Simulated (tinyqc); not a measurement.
UHF in the 6-311g basis, for H2, spin multiplicity 1, step by step (part 1 of 3). Computed by tinyqc, a small Python program that keeps every step (integrals from PySCF). Settings: charge = 0, multiplicity = 1, basis = 6-311g, energy threshold = 1e-10, iteration cap = 72, orthogonalisation = symmetric, start = Wolfsberg-Helmholz matrix, DIIS depth = 8, damping = 0.5, method = UHF, break = 0.4. Command: `OMP_NUM_THREADS=1 python tinyqc.py 21590 21591 out.jsonl` (the two numbers bound the seeds that draw the settings). One thread of a shared host (Intel(R) Xeon(R) Processor @ 2.60GHz), about 0.1 s of CPU time with the checks. Later iterations appear only in the table of the cycle.

## One-electron integrals

Geometry (angstrom):
```
atom        x        y        z
H     0.00000  0.00000  0.00000
H     0.00000  0.00000  1.22600
```

Basis 6-311g: exponents (1/bohr^2) and contraction coefficients of normalised primitives:
```
element  l (shell)  exponent  coefficient
H            s (1)  33.86500      0.02549
H            s (1)   5.09479      0.19037
H            s (1)   1.15879      0.85216
H            s (2)   0.32584      1.00000
H            s (3)   0.10274      1.00000
```

Overlap, kinetic and nuclear-attraction integrals over the contracted functions; the nuclear repulsion is the sum of Za Zb / Rab.

nuclear repulsion = 0.4316290 hartree

overlap S:
```
         1H 1s    1H 2s    1H 3s    2H 1s    2H 2s    2H 3s
1H 1s  1.00000  0.70638  0.37366  0.03381  0.17633  0.22457
1H 2s  0.70638  1.00000  0.78896  0.17633  0.41708  0.51876
1H 3s  0.37366  0.78896  1.00000  0.22457  0.51876  0.75901
2H 1s  0.03381  0.17633  0.22457  1.00000  0.70638  0.37366
2H 2s  0.17633  0.41708  0.51876  0.70638  1.00000  0.78896
2H 3s  0.22457  0.51876  0.75901  0.37366  0.78896  1.00000
```

kinetic energy T (hartree):
```
          1H 1s    1H 2s    1H 3s     2H 1s    2H 2s    2H 3s
1H 1s   2.30435  0.54912  0.10635  -0.07009  0.01012  0.04221
1H 2s   0.54912  0.48876  0.18488   0.01012  0.08501  0.08759
1H 3s   0.10635  0.18488  0.15411   0.04221  0.08759  0.09547
2H 1s  -0.07009  0.01012  0.04221   2.30435  0.54912  0.10635
2H 2s   0.01012  0.08501  0.08759   0.54912  0.48876  0.18488
2H 3s   0.04221  0.08759  0.09547   0.10635  0.18488  0.15411
```

nuclear attraction V (hartree):
```
          1H 1s     1H 2s     1H 3s     2H 1s     2H 2s     2H 3s
1H 1s  -2.54273  -1.36560  -0.67624  -0.05895  -0.32883  -0.40962
1H 2s  -1.36560  -1.33901  -0.91247  -0.32883  -0.58615  -0.63118
1H 3s  -0.67624  -0.91247  -0.88378  -0.40962  -0.63118  -0.71063
2H 1s  -0.05895  -0.32883  -0.40962  -2.54273  -1.36560  -0.67624
2H 2s  -0.32883  -0.58615  -0.63118  -1.36560  -1.33901  -0.91247
2H 3s  -0.40962  -0.63118  -0.71063  -0.67624  -0.91247  -0.88378
```

core Hamiltonian H = T + V (hartree):
```
          1H 1s     1H 2s     1H 3s     2H 1s     2H 2s     2H 3s
1H 1s  -0.23838  -0.81648  -0.56990  -0.12904  -0.31871  -0.36742
1H 2s  -0.81648  -0.85025  -0.72759  -0.31871  -0.50114  -0.54359
1H 3s  -0.56990  -0.72759  -0.72967  -0.36742  -0.54359  -0.61516
2H 1s  -0.12904  -0.31871  -0.36742  -0.23838  -0.81648  -0.56990
2H 2s  -0.31871  -0.50114  -0.54359  -0.81648  -0.85025  -0.72759
2H 3s  -0.36742  -0.54359  -0.61516  -0.56990  -0.72759  -0.72967
```

## Two-electron integrals

Functions are numbered as in S; the eight-fold symmetry (ij|kl) = (ji|kl) = (kl|ij) leaves the list below.

Two-electron integrals (ij|kl) in chemists' order, unique and non-zero (hartree):
```
(11|11) 1.39303   (21|11) 0.82297   (21|21) 0.50970   (22|11) 0.82290
(22|21) 0.54303   (22|22) 0.64411   (31|11) 0.41126   (31|21) 0.25776
(31|22) 0.27987   (31|31) 0.13079   (32|11) 0.54368   (32|21) 0.36577
(32|22) 0.45267   (32|31) 0.18980   (32|32) 0.32514   (33|11) 0.49402
(33|21) 0.34012   (33|22) 0.44599   (33|31) 0.17804   (33|32) 0.33178
(33|33) 0.36168   (41|11) 0.02754   (41|21) 0.01842   (41|22) 0.02213
(41|31) 0.00952   (41|32) 0.01556   (41|33) 0.01528   (41|41) 0.00138
(42|11) 0.09523   (42|21) 0.06641   (42|22) 0.08850   (42|31) 0.03489
(42|32) 0.06574   (42|33) 0.07024   (42|41) 0.00566   (42|42) 0.03113
(43|11) 0.10451   (43|21) 0.07336   (43|22) 0.10018   (43|31) 0.03867
(43|32) 0.07578   (43|33) 0.08380   (43|41) 0.00619   (43|42) 0.03744
(43|43) 0.04712   (44|11) 0.43153   (44|21) 0.30450   (44|22) 0.42418
(44|31) 0.16092   (44|32) 0.32499   (44|33) 0.36624   (44|41) 0.02754
(44|42) 0.18870   (44|43) 0.24453   (44|44) 1.39303   (51|11) 0.18870
(51|21) 0.11900   (51|22) 0.13044   (51|31) 0.06049   (51|32) 0.08876
(51|33) 0.08360   (51|41) 0.00566   (51|42) 0.02081   (51|43) 0.02273
(51|44) 0.09523   (51|51) 0.03113   (52|11) 0.27629   (52|21) 0.18698
(52|22) 0.23413   (52|31) 0.09722   (52|32) 0.16906   (52|33) 0.17379
(52|41) 0.01134   (52|42) 0.05248   (52|43) 0.06126   (52|44) 0.27629
(52|51) 0.05248   (52|52) 0.11204   (53|11) 0.25668   (53|21) 0.17732
(53|22) 0.23405   (53|31) 0.09293   (53|32) 0.17454   (53|33) 0.19049
(53|41) 0.01140   (53|42) 0.05980   (53|43) 0.07380   (53|44) 0.34421
(53|51) 0.05042   (53|52) 0.12036   (53|53) 0.14057   (54|11) 0.30450
(54|21) 0.21451   (54|22) 0.29694   (54|31) 0.11326   (54|32) 0.22684
(54|33) 0.25545   (54|41) 0.01842   (54|42) 0.11900   (54|43) 0.15359
(54|44) 0.82297   (54|51) 0.06641   (54|52) 0.18698   (54|53) 0.23238
(54|54) 0.50970   (55|11) 0.42418   (55|21) 0.29694   (55|22) 0.40511
(55|31) 0.15641   (55|32) 0.30794   (55|33) 0.34733   (55|41) 0.02213
(55|42) 0.13044   (55|43) 0.16735   (55|44) 0.82290   (55|51) 0.08850
(55|52) 0.23413   (55|53) 0.28992   (55|54) 0.54303   (55|55) 0.64411
(61|11) 0.24453   (61|21) 0.15359   (61|22) 0.16735   (61|31) 0.07798
(61|32) 0.11364   (61|33) 0.10678   (61|41) 0.00619   (61|42) 0.02273
(61|43) 0.02507   (61|44) 0.10451   (61|51) 0.03744   (61|52) 0.06126
(61|53) 0.05869   (61|54) 0.07336   (61|55) 0.10018   (61|61) 0.04712
(62|11) 0.34421   (62|21) 0.23238   (62|22) 0.28992   (62|31) 0.12074
(62|32) 0.20917   (62|33) 0.21508   (62|41) 0.01140   (62|42) 0.05042
(62|43) 0.05869   (62|44) 0.25668   (62|51) 0.05980   (62|52) 0.12036
(62|53) 0.12724   (62|54) 0.17732   (62|55) 0.23405   (62|61) 0.07380
(62|62) 0.14057   (63|11) 0.34514   (63|21) 0.23857   (63|22) 0.31628
(63|31) 0.12508   (63|32) 0.23702   (63|33) 0.26241   (63|41) 0.01258
(63|42) 0.06259   (63|43) 0.07677   (63|44) 0.34514   (63|51) 0.06259
(63|52) 0.14119   (63|53) 0.16284   (63|54) 0.23857   (63|55) 0.31628
(63|61) 0.07677   (63|62) 0.16284   (63|63) 0.20837   (64|11) 0.16092
(64|21) 0.11326   (64|22) 0.15641   (64|31) 0.05978   (64|32) 0.11937
(64|33) 0.13441   (64|41) 0.00952   (64|42) 0.06049   (64|43) 0.07798
(64|44) 0.41126   (64|51) 0.03489   (64|52) 0.09722   (64|53) 0.12074
(64|54) 0.25776   (64|55) 0.27987   (64|61) 0.03867   (64|62) 0.09293
(64|63) 0.12508   (64|64) 0.13079   (65|11) 0.32499   (65|21) 0.22684
(65|22) 0.30794   (65|31) 0.11937   (65|32) 0.23392   (65|33) 0.26492
(65|41) 0.01556   (65|42) 0.08876   (65|43) 0.11364   (65|44) 0.54368
(65|51) 0.06574   (65|52) 0.16906   (65|53) 0.20917   (65|54) 0.36577
(65|55) 0.45267   (65|61) 0.07578   (65|62) 0.17454   (65|63) 0.23702
(65|64) 0.18980   (65|65) 0.32514   (66|11) 0.36624   (66|21) 0.25545
(66|22) 0.34733   (66|31) 0.13441   (66|32) 0.26492   (66|33) 0.30489
(66|41) 0.01528   (66|42) 0.08360   (66|43) 0.10678   (66|44) 0.49402
(66|51) 0.07024   (66|52) 0.17379   (66|53) 0.21508   (66|54) 0.34012
(66|55) 0.44599   (66|61) 0.08380   (66|62) 0.19049   (66|63) 0.26241
(66|64) 0.17804   (66|65) 0.33178   (66|66) 0.36168
```

## Orthogonalisation

S = U s U^T; symmetric (Loewdin) form X = U s^(-1/2) U^T, so that X^T S X = 1.

eigenvalues of S: 0.05955  0.13030  0.32545  0.71186  1.40510  3.36774

X:
```
          1H 1s     1H 2s     1H 3s     2H 1s     2H 2s     2H 3s
1H 1s   1.37349  -0.74673   0.20588   0.03007   0.03100  -0.05501
1H 2s  -0.74673   2.12469  -1.01407   0.03100  -0.25482   0.19730
1H 3s   0.20588  -1.01407   2.09930  -0.05501   0.19730  -0.87226
2H 1s   0.03007   0.03100  -0.05501   1.37349  -0.74673   0.20588
2H 2s   0.03100  -0.25482   0.19730  -0.74673   2.12469  -1.01407
2H 3s  -0.05501   0.19730  -0.87226   0.20588  -1.01407   2.09930
```

## Starting guess

The start is the generalised Wolfsberg-Helmholz matrix (K = 1.75) built on H, with HOMO and LUMO mixed by +/-0.4 rad for the two spins; D(s) = C_occ C_occ^T for each spin.

D(alpha) at the start:
```
          1H 1s     1H 2s     1H 3s     2H 1s     2H 2s     2H 3s
1H 1s   0.00250  -0.02897  -0.01836   0.01123  -0.00685  -0.00707
1H 2s  -0.02897   0.33545   0.21254  -0.13008   0.07929   0.08182
1H 3s  -0.01836   0.21254   0.13467  -0.08242   0.05024   0.05184
2H 1s   0.01123  -0.13008  -0.08242   0.05044  -0.03075  -0.03173
2H 2s  -0.00685   0.07929   0.05024  -0.03075   0.01874   0.01934
2H 3s  -0.00707   0.08182   0.05184  -0.03173   0.01934   0.01996
```

D(beta) at the start:
```
          1H 1s     1H 2s     1H 3s     2H 1s     2H 2s     2H 3s
1H 1s   0.05044  -0.03075  -0.03173   0.01123  -0.13008  -0.08242
1H 2s  -0.03075   0.01874   0.01934  -0.00685   0.07929   0.05024
1H 3s  -0.03173   0.01934   0.01996  -0.00707   0.08182   0.05184
2H 1s   0.01123  -0.00685  -0.00707   0.00250  -0.02897  -0.01836
2H 2s  -0.13008   0.07929   0.08182  -0.02897   0.33545   0.21254
2H 3s  -0.08242   0.05024   0.05184  -0.01836   0.21254   0.13467
```

## Iteration 1: building the Fock matrix

J_ij = sum D_kl (ij|kl) with D = D(alpha) + D(beta), K_ij = sum D_kl (ik|jl) for each spin; F = H + J - K(s); E = tr D H + tr D J / 2 - 0.5 sum_s tr D(s) K(s) + E_nn.

Coulomb J (hartree):
```
         1H 1s    1H 2s    1H 3s    2H 1s    2H 2s    2H 3s
1H 1s  1.06114  0.72689  0.37974  0.03842  0.19032  0.23298
1H 2s  0.72689  0.94043  0.69379  0.19032  0.41975  0.47702
1H 3s  0.37974  0.69379  0.74501  0.23298  0.47702  0.59235
2H 1s  0.03842  0.19032  0.23298  1.06114  0.72689  0.37974
2H 2s  0.19032  0.41975  0.47702  0.72689  0.94043  0.69379
2H 3s  0.23298  0.47702  0.59235  0.37974  0.69379  0.74501
```

exchange K(alpha) (hartree):
```
         1H 1s    1H 2s    1H 3s    2H 1s    2H 2s    2H 3s
1H 1s  0.28755  0.35545  0.27945  0.03202  0.14760  0.19659
1H 2s  0.35545  0.49840  0.41673  0.04927  0.22285  0.29886
1H 3s  0.27945  0.41673  0.36478  0.04375  0.19808  0.26743
2H 1s  0.03202  0.04927  0.04375  0.01097  0.03378  0.03771
2H 2s  0.14760  0.22285  0.19808  0.03378  0.13605  0.16409
2H 3s  0.19659  0.29886  0.26743  0.03771  0.16409  0.21096
```

exchange K(beta) (hartree):
```
         1H 1s    1H 2s    1H 3s    2H 1s    2H 2s    2H 3s
1H 1s  0.01097  0.03378  0.03771  0.03202  0.04927  0.04375
1H 2s  0.03378  0.13605  0.16409  0.14760  0.22285  0.19808
1H 3s  0.03771  0.16409  0.21096  0.19659  0.29886  0.26743
2H 1s  0.03202  0.14760  0.19659  0.28755  0.35545  0.27945
2H 2s  0.04927  0.22285  0.29886  0.35545  0.49840  0.41673
2H 3s  0.04375  0.19808  0.26743  0.27945  0.41673  0.36478
```

F(alpha) (hartree):
```
          1H 1s     1H 2s     1H 3s     2H 1s     2H 2s     2H 3s
1H 1s   0.53521  -0.44504  -0.46960  -0.12264  -0.27599  -0.33102
1H 2s  -0.44504  -0.40821  -0.45053  -0.17766  -0.30423  -0.36543
1H 3s  -0.46960  -0.45053  -0.34944  -0.17819  -0.26465  -0.29024
2H 1s  -0.12264  -0.17766  -0.17819   0.81179  -0.12337  -0.22787
2H 2s  -0.27599  -0.30423  -0.26465  -0.12337  -0.04587  -0.19789
2H 3s  -0.33102  -0.36543  -0.29024  -0.22787  -0.19789  -0.19562
```

F(beta) (hartree):
```
          1H 1s     1H 2s     1H 3s     2H 1s     2H 2s     2H 3s
1H 1s   0.81179  -0.12337  -0.22787  -0.12264  -0.17766  -0.17819
1H 2s  -0.12337  -0.04587  -0.19789  -0.27599  -0.30423  -0.26465
1H 3s  -0.22787  -0.19789  -0.19562  -0.33102  -0.36543  -0.29024
2H 1s  -0.12264  -0.27599  -0.33102   0.53521  -0.44504  -0.46960
2H 2s  -0.17766  -0.30423  -0.36543  -0.44504  -0.40821  -0.45053
2H 3s  -0.17819  -0.26465  -0.29024  -0.46960  -0.45053  -0.34944
```

total energy of this density = -0.6784907 hartree

This density is the starting one.

## Iteration 1: diagonalisation and new density

Diagonalise F' = X^T F X, C = X C', fill 1 alpha and 1 beta electrons from the bottom; D(s) = C_occ C_occ^T; the new density keeps 0.5 of the old one (damping). Each column has its largest component positive (the first on a tie).

F' = X^T F X (alpha) (hartree):
```
          1         2         3         4         5         6
1   1.56376  -1.18092  -0.01808   0.08353  -0.09365  -0.11799
2  -1.18092   0.73634  -0.45321  -0.03910  -0.18412  -0.04821
3  -0.01808  -0.45321   0.10131  -0.06413   0.00073  -0.14272
4   0.08353  -0.03910  -0.06413   1.68811  -1.03273   0.06077
5  -0.09365  -0.18412   0.00073  -1.03273   0.96040  -0.33114
6  -0.11799  -0.04821  -0.14272   0.06077  -0.33114   0.17352
```

orbital energies (alpha) (hartree): MO1 -0.51610, MO2 0.06348, MO3 0.32687, MO4 0.45997, MO5 2.40509, MO6 2.48413

coefficients C (alpha):
```
           MO1       MO2       MO3       MO4       MO5       MO6
1H 1s  0.16765  -0.08041  -0.08006   0.07689  -1.22816  -0.96752
1H 2s  0.45700  -0.13364  -1.09117   0.89798   1.73857   0.97913
1H 3s  0.36143  -0.92891   1.28520  -1.55959  -1.04134  -0.34445
2H 1s  0.04615   0.15788  -0.04047  -0.13239   0.95477  -1.23837
2H 2s  0.08881   0.18134  -0.70057  -1.31403  -1.42792   1.38127
2H 3s  0.08443   1.19907   0.49331   1.84740   0.91708  -0.58174
```

F' = X^T F X (beta) (hartree):
```
          1         2         3         4         5         6
1   1.68811  -1.03273   0.06077   0.08353  -0.03910  -0.06413
2  -1.03273   0.96040  -0.33114  -0.09365  -0.18412   0.00073
3   0.06077  -0.33114   0.17352  -0.11799  -0.04821  -0.14272
4   0.08353  -0.09365  -0.11799   1.56376  -1.18092  -0.01808
5  -0.03910  -0.18412  -0.04821  -1.18092   0.73634  -0.45321
6  -0.06413   0.00073  -0.14272  -0.01808  -0.45321   0.10131
```

orbital energies (beta) (hartree): MO1 -0.51610, MO2 0.06348, MO3 0.32687, MO4 0.45997, MO5 2.40509, MO6 2.48413

coefficients C (beta):
```
           MO1       MO2       MO3       MO4       MO5       MO6
1H 1s  0.04615   0.15788  -0.04047  -0.13239   0.95477  -1.23837
1H 2s  0.08881   0.18134  -0.70057  -1.31403  -1.42792   1.38127
1H 3s  0.08443   1.19907   0.49331   1.84740   0.91708  -0.58174
2H 1s  0.16765  -0.08041  -0.08006   0.07689  -1.22816  -0.96752
2H 2s  0.45700  -0.13364  -1.09117   0.89798   1.73857   0.97913
2H 3s  0.36143  -0.92891   1.28520  -1.55959  -1.04134  -0.34445
```

D(alpha) after iteration 1:
```
         1H 1s     1H 2s     1H 3s     2H 1s     2H 2s     2H 3s
1H 1s  0.01530   0.02382   0.02112   0.00949   0.00402   0.00354
1H 2s  0.02382   0.27215   0.18886  -0.05449   0.05994   0.06020
1H 3s  0.02112   0.18886   0.13265  -0.03287   0.04117   0.04118
2H 1s  0.00949  -0.05449  -0.03287   0.02629  -0.01332  -0.01392
2H 2s  0.00402   0.05994   0.04117  -0.01332   0.01331   0.01342
2H 3s  0.00354   0.06020   0.04118  -0.01392   0.01342   0.01354
```

D(beta) after iteration 1:
```
          1H 1s     1H 2s     1H 3s    2H 1s     2H 2s     2H 3s
1H 1s   0.02629  -0.01332  -0.01392  0.00949  -0.05449  -0.03287
1H 2s  -0.01332   0.01331   0.01342  0.00402   0.05994   0.04117
1H 3s  -0.01392   0.01342   0.01354  0.00354   0.06020   0.04118
2H 1s   0.00949   0.00402   0.00354  0.01530   0.02382   0.02112
2H 2s  -0.05449   0.05994   0.06020  0.02382   0.27215   0.18886
2H 3s  -0.03287   0.04117   0.04118  0.02112   0.18886   0.13265
```

## Iteration 2: building the Fock matrix

As before.

Coulomb J (hartree):
```
         1H 1s    1H 2s    1H 3s    2H 1s    2H 2s    2H 3s
1H 1s  1.13782  0.76990  0.40075  0.04063  0.20125  0.24594
1H 2s  0.76990  0.97650  0.71481  0.20125  0.43648  0.49228
1H 3s  0.40075  0.71481  0.75909  0.24594  0.49228  0.60444
2H 1s  0.04063  0.20125  0.24594  1.13782  0.76990  0.40075
2H 2s  0.20125  0.43648  0.49228  0.76990  0.97650  0.71481
2H 3s  0.24594  0.49228  0.60444  0.40075  0.71481  0.75909
```

exchange K(alpha) (hartree):
```
         1H 1s    1H 2s    1H 3s    2H 1s    2H 2s    2H 3s
1H 1s  0.37840  0.41708  0.31555  0.06460  0.18035  0.22355
1H 2s  0.41708  0.52773  0.42677  0.09261  0.24957  0.30951
1H 3s  0.31555  0.42677  0.36190  0.08198  0.21628  0.26867
2H 1s  0.06460  0.09261  0.08198  0.05285  0.07974  0.07540
2H 2s  0.18035  0.24957  0.21628  0.07974  0.16989  0.18356
2H 3s  0.22355  0.30951  0.26867  0.07540  0.18356  0.21501
```

exchange K(beta) (hartree):
```
         1H 1s    1H 2s    1H 3s    2H 1s    2H 2s    2H 3s
1H 1s  0.05285  0.07974  0.07540  0.06460  0.09261  0.08198
1H 2s  0.07974  0.16989  0.18356  0.18035  0.24957  0.21628
1H 3s  0.07540  0.18356  0.21501  0.22355  0.30951  0.26867
2H 1s  0.06460  0.18035  0.22355  0.37840  0.41708  0.31555
2H 2s  0.09261  0.24957  0.30951  0.41708  0.52773  0.42677
2H 3s  0.08198  0.21628  0.26867  0.31555  0.42677  0.36190
```

F(alpha) (hartree):
```
          1H 1s     1H 2s     1H 3s     2H 1s     2H 2s     2H 3s
1H 1s   0.52105  -0.46366  -0.48470  -0.15301  -0.29780  -0.34502
1H 2s  -0.46366  -0.40148  -0.43954  -0.21006  -0.31423  -0.36083
1H 3s  -0.48470  -0.43954  -0.33249  -0.20345  -0.26759  -0.27939
2H 1s  -0.15301  -0.21006  -0.20345   0.84660  -0.12632  -0.24455
2H 2s  -0.29780  -0.31423  -0.26759  -0.12632  -0.04363  -0.19633
2H 3s  -0.34502  -0.36083  -0.27939  -0.24455  -0.19633  -0.18560
```

F(beta) (hartree):
```
          1H 1s     1H 2s     1H 3s     2H 1s     2H 2s     2H 3s
1H 1s   0.84660  -0.12632  -0.24455  -0.15301  -0.21006  -0.20345
1H 2s  -0.12632  -0.04363  -0.19633  -0.29780  -0.31423  -0.26759
1H 3s  -0.24455  -0.19633  -0.18560  -0.34502  -0.36083  -0.27939
2H 1s  -0.15301  -0.29780  -0.34502   0.52105  -0.46366  -0.48470
2H 2s  -0.21006  -0.31423  -0.36083  -0.46366  -0.40148  -0.43954
2H 3s  -0.20345  -0.26759  -0.27939  -0.48470  -0.43954  -0.33249
```

total energy of this density = -0.8446016 hartree

This density is a damped mixture and is not idempotent.

## Iteration 2: DIIS over 2 matrices

error matrix X^T (FDS - SDF) X (alpha):
```
          1         2         3        4         5         6
1   0.00000  -0.15543  -0.12583  0.07911  -0.06774  -0.08355
2   0.15543   0.00000   0.05278  0.15942  -0.02834   0.02656
3   0.12583  -0.05278   0.00000  0.15625  -0.04620  -0.00692
4  -0.07911  -0.15942  -0.15625  0.00000  -0.05457  -0.09944
5   0.06774   0.02834   0.04620  0.05457   0.00000   0.02705
6   0.08355  -0.02656   0.00692  0.09944  -0.02705   0.00000
```

B (overlaps of the stored error matrices):
```
               1              2
1  1.5138908e+00  8.7865814e-01
2  8.7865814e-01  5.1089991e-01
```

Minimise |sum c_i e_i|^2 with sum c_i = 1: solve [B -1; -1 0][c; lambda] = [0; -1] with B_ij = tr e_i^T e_j summed over both spins, and take F = sum c_i F_i.

DIIS coefficients: -1.37493  2.37493

extrapolated F(alpha) (hartree):
```
          1H 1s     1H 2s     1H 3s     2H 1s     2H 2s     2H 3s
1H 1s   0.50158  -0.48927  -0.50546  -0.19477  -0.32780  -0.36428
1H 2s  -0.48927  -0.39223  -0.42444  -0.25462  -0.32797  -0.35449
1H 3s  -0.50546  -0.42444  -0.30918  -0.23819  -0.27162  -0.26448
2H 1s  -0.19477  -0.25462  -0.23819   0.89445  -0.13038  -0.26749
2H 2s  -0.32780  -0.32797  -0.27162  -0.13038  -0.04056  -0.19419
2H 3s  -0.36428  -0.35449  -0.26448  -0.26749  -0.19419  -0.17182
```

extrapolated F(beta) (hartree):
```
          1H 1s     1H 2s     1H 3s     2H 1s     2H 2s     2H 3s
1H 1s   0.89445  -0.13038  -0.26749  -0.19477  -0.25462  -0.23819
1H 2s  -0.13038  -0.04056  -0.19419  -0.32780  -0.32797  -0.27162
1H 3s  -0.26749  -0.19419  -0.17182  -0.36428  -0.35449  -0.26448
2H 1s  -0.19477  -0.32780  -0.36428   0.50158  -0.48927  -0.50546
2H 2s  -0.25462  -0.32797  -0.35449  -0.48927  -0.39223  -0.42444
2H 3s  -0.23819  -0.27162  -0.26448  -0.50546  -0.42444  -0.30918
```
